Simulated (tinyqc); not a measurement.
Solid solubility of a dopant against its melt (retrograde solidus), clustering and the electrically active fraction: one step, computed by the program tinyqc.

Task: Active fraction after the anneal. A highly soluble donor (another dopant than that of the solidus) is limited by clustering. Donors N_a are active, and clusters hold m atoms each: N_t = N_a + m C, m C = N* (N_a/N*)^m (n/N*)^m, each atom taking one electron, n = N_a/2 + sqrt(N_a^2/4 + n_i^2), n_i = prefactor x T^1.5 exp(-E_i/(k_B T)), with N*(T) = N*(1273 K) exp[-(E_b/k_B)(1/T - 1/1273)]. Resistivity = 1/(e mu N_a).

Inputs (values chosen for the exercise, for a model dopant):
```
quantity                                       value            unit
total dopant density N_t                     4.4e+20          1/cm^3
atoms per cluster m                                3               -
cluster scale N* at 1273 K                   1.7e+20          1/cm^3
activation energy E_b of the cluster scale      0.38              eV
anneal temperature T_a                          1275               K
prefactor of n_i                            3.82e+16  1/(cm^3 K^1.5)
energy E_i in n_i                              0.609              eV
mobility mu                                       85      cm^2/(V s)
```

Clustering: clusters that take up free electrons.

Constants: k_B = 8.617333262e-05 eV/K; e = 1.602176634e-19 C.

Give: N*(T_a); active density N_a; active fraction; resistivity.

Result:

N*(T_a) = 1.709e+20 1/cm^3

active density N_a = 1.828e+20 1/cm^3

active fraction = 0.4155

resistivity = 0.4016 milliohm cm

Doubling the dose would raise N_a by only 17 %. Caution: this clustering law is a generic form; degeneracy and a doping-dependent mobility are left out.
